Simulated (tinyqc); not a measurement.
Electron continuity equation in a given potential, Scharfetter-Gummel discretisation: two steps of the calculation.

Steady state in one dimension: J = q mu n E + q D dn/dx with E = -dpsi/dx and D = mu Vt, dJ/dx = 0, fixed densities nL and nR at the ends. The potential is given, psi = U (x/L)^2, and is not changed by the electrons.

Parameters, values chosen for the exercise; mobility close to that of germanium at room temperature:

| symbol | value | unit | meaning |
|---|---|---|---|
| T | 300 | K | temperature |
| mu | 3970 | cm^2/(V s) | electron mobility |
| L | 7.3 | um | length of the region |
| nL | 7.1e12 | cm^-3 | density at x = 0 |
| nR | 0 | cm^-3 | density at x = L |

Constants: q = 1.602176634e-19 C, kB = 1.380649e-23 J/K, Vt = kB T/q. Results are converted to the units shown.

Question 1. Bernoulli factors. d_i = (psi_(i+1) - psi_i)/Vt; B(d) = d/(exp(d) - 1), B(0) = 1. The flux on interval i is J_i = (q D/h) [n_(i+1) B(d_i) - n_i B(-d_i)].

psi, node 0 to 8 (V): 0.00000000  -0.00562500  -0.02250000  -0.05062500  -0.09000000  -0.14062500  -0.20250000  -0.27562500  -0.36000000

Wanted: d_i; B(d_i); B(-d_i).

Answer 1.

```
interval     d_i  B(d_i)  B(-d_i)
0         -0.218   1.113   0.8951
1         -0.653   1.362   0.7089
2         -1.088   1.641   0.5528
3         -1.523   1.948   0.4247
4         -1.958   2.280   0.3217
5         -2.393   2.634   0.2405
6         -2.829   3.006   0.1777
7         -3.264   3.394   0.1298
```

The largest |d_i| is 3.26, above 2, where central differences lose the sign pattern that keeps densities positive.

Question 2. Tridiagonal system for the inner nodes. Row i (1 to 7): B(-d_(i-1)) n_(i-1) + b_i n_i + B(d_i) n_(i+1) = f_i with b_i = -B(-d_i) - B(d_(i-1)) and f_i = 0; the known end values are moved to the right: f_1 loses B(-d_0) nL and f_7 loses B(d_7) nR. h = L/8, D = mu Vt.

```
interval     B(d_i)     B(-d_i)
0         1.1127345  0.89514979
1         1.3616348  0.70888064
2         1.6407009  0.55277731
3         1.9477801  0.42468706
4         2.2799746  0.32171213
5         2.6339533  0.24052146
6         3.0062574  0.17765615
7         3.3935535  0.12978278
```

Find: diagonal b; right side f.

Answer 2.

```
node  diagonal b  right side f (cm^-3)
1        -1.8216            -6.3556e12
2        -1.9144                     0
3        -2.0654                     0
4        -2.2695                     0
5        -2.5205                     0
6        -2.8116                     0
7        -3.1360                     0
```

Program tinyqc, `OMP_NUM_THREADS=1 python tinyqc.py 2220115 2220116 out.jsonl`; Intel Xeon 2.30GHz, shared host, one thread, about 0.01 s.
